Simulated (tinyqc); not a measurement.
# From 1s binding energy back to effective mass m

Model: effective-mass impurity with a central-cell term, in a basis of Slater functions. Computed by tinyqc, a small Python program. Command: `OMP_NUM_THREADS=1 python tinyqc.py 3003186 3003187 out.jsonl centralcell inv`. One thread of a shared host (Intel(R) Xeon(R) Processor @ 2.30GHz), about 0.02 s of CPU time with the checks.

The envelope obeys H = -nabla^2 - (2/r) [Z + A exp(-kappa r)] in effective units, with kappa = a*/lambda; positive A deepens the well near the core.

Inputs (values chosen for the exercise, with mass and screening modelled on GaAs):
```
quantity,value,unit
dielectric constant eps,13.4,-
charge Z of the core,1,-
central-cell strength A,29,-
central-cell range lambda,1.9,angstrom
```

Impurity: donor, one isotropic band.

Constants: Ry = 13.605693123 eV; a_0 = 0.529177210903 angstrom.

Method:
- Units: Ry* = Ry m/eps^2 and a* = a_0 eps/m, with m in m_0.
- kappa = a*/lambda; the hydrogenic ground state is bound by Z^2 Ry*.
- For s functions exp(-zeta r), with s = zeta_i + zeta_j: S = 2/s^3, T = zeta_i zeta_j S, V = -2 Z/s^2, W = -2 A/(s + kappa)^2; each function is normalised by dividing by sqrt(S_ii S_jj).
- Large basis: zeta_i = 0.06 x 1.6^(i-1), i = 1..22, same formulas; for p functions r exp(-zeta r): S = 24/s^5, T = zeta_i zeta_j S (centrifugal term included), V = -12 Z/s^4, W = -12 A/(s + kappa)^4; overlap eigenvalues below 1e-11 are dropped.
- Binding energies are -E Ry*; the effective quantum number is nu = Z/sqrt(-E); |psi(0)|^2 is given relative to the hydrogenic Z^3/(pi a*^3).

Question. A run gave the result below. Find the effective mass m, known to lie between 0.042 and 0.093 m_0.

1s binding energy = 7.990133 meV

Answer.

Each step takes the trial c = (a f_b - b f_a)/(f_b - f_a), f being the result less the target and a, b, c the logarithms of the listed values; c replaces end b, the old b replaces a if the sign of f changed, and otherwise f_a is halved.

Scan of the range:
```
effective mass m (m_0),1s binding energy (meV)
0.0420,3.3328
0.0479,3.8791
0.0547,4.5787
0.0625,5.5446
0.0714,7.1108
0.0815,10.7175
0.0930,25.9091
```

False position (Illinois rule, in the logarithm of the input) inside the bracket:
```
step,end a,end b,trial,1s binding energy (meV)
1,0.0714000,0.0815000,0.0737406,7.68530
2,0.0815000,0.0737406,0.0744860,7.89094
3,0.0815000,0.0744860,0.0749419,8.02303
4,0.0744860,0.0749419,0.0748281,7.98959
5,0.0749419,0.0748281,0.0748300,7.99013
6,0.0749419,0.0748300,0.0748300,7.99014
7,0.0748300,0.0748300,0.0748300,7.99013
```

1s binding energy rises at every point of a 13-point scan of the range (every second point is shown), so one value fits; it is bracketed by 0.0714 and 0.0815. Answer: effective mass m = 0.07483 m_0.

Caution: the density at the core is many times hydrogenic, so the result hangs on the model potential inside one cell, where the envelope picture is weak.
